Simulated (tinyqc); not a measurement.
# MOS capacitor on a p-type substrate, surface potential from the exact charge relation: effects of single changes

Uniform p-type substrate, Boltzmann statistics, full ionisation, classical densities. psi is the surface potential against the body (positive when the bands bend down) and u = psi/Vt. Traps are spread evenly over the gap and neutral at flat band, so their charge is -q Dit psi; the minority quasi-Fermi level is shifted by Vb.

Inputs (values chosen for the exercise); band and dielectric values close to those of silicon: temperature T = 400 K; band gap Eg = 1.14 eV; relative permittivity eps_r = 11.7; conduction-band density of states at T Nc = 4.3e19 cm^-3; valence-band density of states at T Nv = 4.11e19 cm^-3; electron affinity chi = 4.07 eV; acceptor density of the substrate N = 2.1e17 cm^-3; relative permittivity of the gate insulator (close to silicon dioxide) eox = 3.9; insulator thickness tox = 1.5 nm; gate work function phiM = 4.84 eV; fixed charge at the interface, in units of q Nf = 0 cm^-2; density of interface traps Dit = 3.7e12 cm^-2 eV^-1; reverse bias of the inversion layer against the body Vb = 0 V.

Constants: q = 1.602176634e-19 C, kB = 1.380649e-23 J/K, Vt = kB T/q, eps0 = 8.8541878128e-14 F/cm where lengths are in cm. Results are converted to the units shown.

Each table varies one quantity; the others keep the values above.

## Capacitance-voltage curves

ni = sqrt(Nc Nv) exp(-Eg/(2 Vt)), Eg in volts; phiF = Vt ln(N/ni); Cox = eps0 eox/tox; Vfb = phiM - chi - (Eg - Vt ln(Nv/N)) - q Nf/Cox; Q0 = sqrt(2 eps0 eps_r q N Vt); r = (ni/N)^2 exp(-Vb/Vt); VT = Vfb + [(2 phiF + Vb)(1 + q Dit/Cox) + sqrt(2 eps0 eps_r q N (2 phiF + Vb))/Cox]. u = psi/Vt; F^2 = exp(-u) + u - 1 + r (exp(u) - u - 1); Qs = -sign(u) Q0 F; Cs = -dQs/dpsi = (Q0/Vt) |1 - exp(-u) + r (exp(u) - 1)|/(2 F). psi solves Vg = Vfb + psi + (q Dit psi - Qs)/Cox. Low frequency: 1/C_LF = 1/Cox + 1/(Cs + q Dit). High frequency, in the simple estimate in which traps and minority carriers do not follow: 1/C_HF = 1/Cox + 1/Cd, Cd being Cs with r = 0 at the same psi. Deep depletion: r = 0 and Dit = 0 both in the equation for psi and in Cs. Minority sheet density N_inv = (Q0/(2 q)) int_0^u r (exp(t) - 1)/F(t) dt for u > 0. N_inv under 1 cm^-2 is printed as 0. Regimes: accumulation when majority carriers gather, then depletion up to |psi| = phiF + Vb, weak inversion up to 2 phiF + Vb, strong inversion beyond.

Capacitance-voltage curves:
```
Vg (V)   psi (V)  C_LF/Cox  C_HF/Cox  C_deep/Cox  N_inv (cm^-2)            regime
-0.8     -0.1966    0.8496    0.8436      0.8573              0      accumulation
-0.55    -0.1481    0.7479    0.7304      0.7565              0      accumulation
-0.29   -0.05509    0.5129    0.4430      0.4662              0      accumulation
-0.04    0.09495    0.3206    0.1766      0.1619          329.7         depletion
0.22      0.2794    0.2718    0.1038     0.09340        3.604e4         depletion
0.47      0.4636    0.2565   0.08049     0.07242        5.463e6    weak inversion
0.73      0.6580    0.2495   0.06770     0.06089        1.256e9    weak inversion
0.98      0.8371    0.3986   0.06016     0.05378       1.867e11  strong inversion
1.24      0.9371    0.7628   0.05692     0.04852       2.054e12  strong inversion
1.49      0.9817    0.8630   0.05564     0.04468       4.827e12  strong inversion
1.74       1.010    0.9050   0.05487     0.04164       7.901e12  strong inversion
```

What does the table show?

C_LF/Cox is lowest, 0.250, at Vg = 0.73 V (weak inversion) among the rows listed and is 0.905 in the last row, where C_HF/Cox is 0.0549 and the deep-depletion value 0.0416. Vfb = -0.188 V, where C_HF/Cox = 0.304 (Cox in series with eps0 eps_r/LD), and VT = 0.887 V. Over the last two rows psi moves by only 0.11 V a volt of gate bias, since the inversion charge screens the body. The traps add q Dit = 0.26 Cox beside Cs, which lifts C_LF above C_HF even in depletion. In strong accumulation and inversion degeneracy and confinement, left out here, lower the capacitance.

## Effect of the fixed charge at the interface on threshold and swing

ni = sqrt(Nc Nv) exp(-Eg/(2 Vt)), Eg in volts; phiF = Vt ln(N/ni); Cox = eps0 eox/tox; Vfb = phiM - chi - (Eg - Vt ln(Nv/N)) - q Nf/Cox; VT = Vfb + [(2 phiF + Vb)(1 + q Dit/Cox) + sqrt(2 eps0 eps_r q N (2 phiF + Vb))/Cox]. gamma = sqrt(2 eps0 eps_r q N)/Cox; Wm = sqrt(2 eps0 eps_r (2 phiF + Vb)/(q N)); m = 1 + (eps0 eps_r/Wm + q Dit)/Cox; swing m Vt ln 10; Cmin/Cox = 1/(1 + Cox Wm/(eps0 eps_r)).

The same in every row: 2 phiF (V) = 0.7747; gamma (V^0.5) = 0.1147; Wm (nm) = 69.07; m = 1.323; swing (mV/decade) = 105.0; Cmin/Cox = 0.06117.

Effect of the fixed charge at the interface on threshold and swing:
```
Nf (cm^-2)  Vfb (V)  VT (V)
-4e11       -0.1603  0.9148
-2e11       -0.1742  0.9009
0           -0.1881  0.8870
2e11        -0.2020  0.8731
4e11        -0.2160  0.8592
6e11        -0.2299  0.8452
8e11        -0.2438  0.8313
```

What does the comparison show?

As Nf goes from -4e11 to 8e11, VT falls from 0.915 to 0.831 V, the swing stays at 105 mV/decade and Cmin/Cox stays at 0.0612. The whole change of VT is that of Vfb: the curve shifts rigidly.

## Effect of the gate work function on threshold and swing

Same model as above.

The same in every row: 2 phiF (V) = 0.77468; gamma (V^0.5) = 0.11469; Wm (nm) = 69.068; m = 1.3227; swing (mV/decade) = 104.98; Cmin/Cox = 0.061168.

Effect of the gate work function on threshold and swing:
```
phiM (eV)   Vfb (V)   VT (V)
4.07       -0.95812  0.11699
4.27       -0.75812  0.31699
4.47       -0.55812  0.51699
4.67       -0.35812  0.71699
4.87       -0.15812  0.91699
5.07       0.041883   1.1170
5.27        0.24188   1.3170
```

Read the table: what changes, and by how much?

As phiM goes from 4.07 to 5.27, VT rises from 0.117 to 1.32 V, the swing stays at 105 mV/decade and Cmin/Cox stays at 0.0612. The whole change of VT is that of Vfb: the curve shifts rigidly.

Numbers from tinyqc (`OMP_NUM_THREADS=1 python tinyqc.py 2060039 2060040 out.jsonl`; about 0.01 s on one thread of a shared Intel Xeon 2.30GHz).
